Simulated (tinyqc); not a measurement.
Quasi-harmonic thermal expansion with mode Grueneisen parameters. From volume change from V0 back to static bulk modulus B0. Computed by tinyqc, a small Python program. Command: `OMP_NUM_THREADS=1 python tinyqc.py 3007202 3007203 out.jsonl qha inv`. One thread of a shared host (Intel(R) Xeon(R) Processor @ 2.30GHz), about 0.09 s of CPU time with the checks.

A crystal with two atoms a cell; per atom there are 1 transverse acoustic (TA), 1/2 longitudinal acoustic (LA) and 3/2 optical (O) modes. Every frequency of group i scales as nu_i (V/V0)^(-gamma_i). Each group has one frequency. Static energy: E = (9 V0 B0/16) [y^3 B' + y^2 (2 - 4 y)], y = (V0/V)^(2/3) - 1, with pressure P_s = (3 B0/2) (z^7 - z^5) [1 + (3/4)(B' - 4)(z^2 - 1)], z = (V0/V)^(1/3).

Inputs (values chosen for the exercise, modelled on germanium):

| quantity | value | unit |
|---|---|---|
| static volume V0 | 22.6 | angstrom^3/atom |
| static B' | 4.56 | - |
| frequency nu_TA | 2.51 | THz |
| frequency nu_LA | 6.26 | THz |
| frequency nu_O | 8.46 | THz |
| Grueneisen parameter gamma_TA | -0.76 | - |
| Grueneisen parameter gamma_LA | 0.97 | - |
| Grueneisen parameter gamma_O | 1.3 | - |
| temperature T | 50 | K |
| step factor f | 1 | - |

Acoustic groups: Einstein.

Constants: h x 1 THz = 4.135667696 meV; k_B = 8.617333262e-05 eV/K; 1 eV/angstrom^3 = 160.2176634 GPa.

Method:
- For a mode with x = h nu/(k_B T), n = 1/(exp(x) - 1): U = h nu (n + 1/2), C/k_B = x^2 n (n + 1); U_i and C_i sum these over group i with its weight per atom.
- Phonon pressure P_ph = sum_i gamma_i U_i/V.
- Start at V0 and step V(new) = V [1 + f (P_s + P_ph)/B0]; stop when |P_s + P_ph| < 1e-8 GPa, after 60 steps, or when V leaves 0.7 to 1.3 V0.
- B_T = -V d(P_s + P_ph)/dV at fixed T (central difference, step 1e-4 V); alpha_V = sum gamma_i C_i k_B/(B_T V), all at V(T); the linear coefficient is alpha_L = alpha_V/3.
- C_P - C_V = alpha_V^2 B_T V T; the optical frequency is nu_O (V/V0)^(-gamma_O).

Question. A run gave the result below. Find the static bulk modulus B0, known to lie between 38 and 120 GPa.

volume change from V0 = 0.3646645 %

Answer.

Each step takes the trial c = (a f_b - b f_a)/(f_b - f_a), f being the result less the target and a, b, c the logarithms of the listed values; c replaces end b, the old b replaces a if the sign of f changed, and otherwise f_a is halved.

Scan of the range:

| static bulk modulus B0 (GPa) | volume change from V0 (%) |
|---|---|
| 38.0 | 0.667785 |
| 46.0 | 0.551446 |
| 55.8 | 0.454457 |
| 67.5 | 0.375590 |
| 81.8 | 0.309866 |
| 99.1 | 0.255728 |
| 120.0 | 0.211159 |

False position (Illinois rule, in the logarithm of the input) inside the bracket:

| step | end a | end b | trial | volume change from V0 (%) |
|---|---|---|---|---|
| 1 | 67.5000 | 81.8000 | 69.6909 | 0.363769 |
| 2 | 67.5000 | 69.6909 | 69.3781 | 0.365411 |
| 3 | 69.6909 | 69.3781 | 69.5202 | 0.364664 |
| 4 | 69.3781 | 69.5202 | 69.5200 | 0.364664 |
| 5 | 69.3781 | 69.5200 | 69.5200 | 0.364665 |
| 6 | 69.5200 | 69.5200 | 69.5200 | 0.364665 |

Volume change from V0 falls at every point of a 13-point scan of the range (every second point is shown), so one value fits; it is bracketed by 67.5 and 81.8. Answer: static bulk modulus B0 = 69.52 GPa.
